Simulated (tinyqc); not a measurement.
Lorentz oscillators and the Kramers-Kronig relations: one step. The f-sum on the grid. Five cases, with inputs chosen for the exercise.

Problem. W(E_M) = (2/pi) h sum_j E_j eps2_j, with half weight on the last point; the full integral equals sum S_j = (hbar omega_p)^2, and the electron density follows from (hbar omega_p)^2 = 8 pi c (e^2/(4 pi eps0)) N with c = hbar^2/2m0.

Constants: hbar^2/2m0 = 3.80998211 eV angstrom^2; e^2/(4 pi eps0) = 14.39964547 eV angstrom.

Give: W(E_M); sum S; share reached on this grid (a step near the line widths can inflate it); hbar omega_p; N.

Case 1.

Values chosen:
- h = 0.5 eV (grid step)
- M = 40 (grid points E_j = j h)
- S = (17.8, 68.1) eV^2 (strengths)

eps2(E_j), j = 1 .. M: [0.289297, 0.790085, 2.372585, 13.189883, 5.911615, 2.478685, 3.628758, 13.865281, 18.324506, 3.902463, 1.492971, 0.773544, 0.469580, 0.313562, 0.223061, 0.165993, 0.127763, 0.100953, 0.081466, 0.066887, 0.055718, 0.046989, 0.040051, 0.034455, 0.029885, 0.026109, 0.022960, 0.020309, 0.018059, 0.016137, 0.014483, 0.013052, 0.011807, 0.010718, 0.009761, 0.008916, 0.008167, 0.007501, 0.006906, 0.006374]

Solution.

W(E_M) = 80.59 eV^2
sum S = 85.90 eV^2
share reached on this grid (a step near the line widths can inflate it) = 0.938
hbar omega_p = 9.268 eV
N = 6.23e+22 1/cm^3

Case 2.

Values chosen (out of a larger set: line positions loosely like those of Ge; Lorentz tails absorb below the gap, where the real solid is clear; not measured data):
- h = 0.2 eV (grid step)
- M = 40 (grid points E_j = j h)
- S = (22.1, 43.3, 106.8) eV^2 (strengths)

eps2(E_j), j = 1 .. M: [0.180462, 0.372306, 0.589265, 0.850838, 1.188696, 1.660852, 2.387552, 3.655969, 6.269647, 12.600820, 22.636070, 16.598712, 10.222180, 9.202715, 11.376997, 16.606834, 22.141275, 21.063650, 18.729733, 20.843645, 26.912592, 30.236175, 24.257684, 15.979283, 10.334873, 6.981485, 4.959396, 3.679634, 2.828347, 2.236775, 1.810251, 1.493107, 1.251117, 1.062395, 0.912446, 0.791379, 0.692260, 0.610115, 0.541303, 0.483106]

Solution.

W(E_M) = 159.00 eV^2
sum S = 172.20 eV^2
share reached on this grid (a step near the line widths can inflate it) = 0.923
hbar omega_p = 13.122 eV
N = 1.25e+23 1/cm^3

Case 3.

Values chosen:
- h = 0.4 eV (grid step)
- M = 40 (grid points E_j = j h)
- S = (79.6) eV^2 (strengths)

eps2(E_j), j = 1 .. M: [0.051782, 0.108357, 0.175662, 0.262473, 0.383602, 0.567039, 0.872180, 1.444074, 2.709540, 6.266870, 17.936094, 18.406719, 6.449626, 2.780668, 1.490133, 0.914638, 0.613151, 0.436899, 0.325469, 0.250789, 0.198436, 0.160399, 0.131952, 0.110158, 0.093122, 0.079573, 0.068636, 0.059692, 0.052295, 0.046114, 0.040903, 0.036474, 0.032681, 0.029412, 0.026578, 0.024105, 0.021939, 0.020030, 0.018342, 0.016843]

Solution.

W(E_M) = 76.64 eV^2
sum S = 79.60 eV^2
share reached on this grid (a step near the line widths can inflate it) = 0.963
hbar omega_p = 8.922 eV
N = 5.77e+22 1/cm^3

Case 4.

Values chosen (out of a larger set: line positions loosely like those of GaAs; Lorentz tails absorb below the gap, where the real solid is clear; not measured data):
- h = 0.25 eV (grid step)
- M = 40 (grid points E_j = j h)
- S = (24.4, 118.5, 61.5) eV^2 (strengths)

eps2(E_j), j = 1 .. M: [0.075554, 0.154542, 0.240909, 0.339808, 0.458759, 0.609914, 0.815093, 1.118554, 1.625229, 2.643320, 5.393256, 15.475468, 15.726348, 6.711486, 5.247155, 6.213050, 9.389346, 16.943919, 31.297757, 33.059436, 19.549066, 12.768264, 11.128977, 11.233406, 10.082363, 7.463150, 5.124156, 3.563251, 2.574443, 1.933413, 1.500810, 1.197016, 0.976073, 0.810527, 0.683327, 0.583486, 0.503683, 0.438892, 0.385571, 0.341168]

Solution.

W(E_M) = 190.46 eV^2
sum S = 204.40 eV^2
share reached on this grid (a step near the line widths can inflate it) = 0.932
hbar omega_p = 14.297 eV
N = 1.48e+23 1/cm^3

Case 5.

Values chosen (out of a larger set: line positions loosely like those of GaN; Lorentz tails absorb below the gap, where the real solid is clear; not measured data):
- h = 0.8 eV (grid step)
- M = 36 (grid points E_j = j h)
- S = (9.8, 55.4, 82.8) eV^2 (strengths)

eps2(E_j), j = 1 .. M: [0.064127, 0.145887, 0.283723, 0.631663, 2.059421, 1.654808, 1.484265, 3.764742, 8.023226, 3.865684, 4.984345, 3.790750, 1.760436, 0.904093, 0.534438, 0.349120, 0.244399, 0.179802, 0.137277, 0.107861, 0.086704, 0.071006, 0.059055, 0.049762, 0.042402, 0.036483, 0.031659, 0.027679, 0.024362, 0.021572, 0.019205, 0.017183, 0.015442, 0.013935, 0.012623, 0.011475]

Solution.

W(E_M) = 142.87 eV^2
sum S = 148.00 eV^2
share reached on this grid (a step near the line widths can inflate it) = 0.965
hbar omega_p = 12.166 eV
N = 1.07e+23 1/cm^3

Computed by tinyqc, one run a case: `OMP_NUM_THREADS=1 python tinyqc.py N N+1 out.jsonl` with N = 1651652, 1651874, 1652264, 1652402, 1652573; one thread of a shared Intel(R) Xeon(R) Processor @ 2.30GHz, about 0.2 s a run at most.
